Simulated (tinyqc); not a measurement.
## Polarisation charge from two barrier thicknesses

Problem. VT = phiB - dEc - q sigma d/(eps0 eps_r). Find sigma, phiB - dEc and the thickness at which VT = 0.

Inputs (values chosen for the exercise):
- eps_r = 9.1 (relative permittivity of barrier and channel)

Constants: q = 1.602176634e-19 C, eps0 = 8.8541878128e-14 F/cm where lengths are in cm. Results are converted to the units shown.

VT for d = 25 and 35 nm (V): [-4.7397556, -6.9679619]

Answer. VT is linear in d.

sigma = 1.12e13 cm^-2
phiB - dEc = 0.831 V
thickness for VT = 0 = 3.73 nm

tinyqc, about 0.04 s, one thread, Intel Xeon 2.30GHz (shared host): `OMP_NUM_THREADS=1 python tinyqc.py 2570038 2570039 out.jsonl`
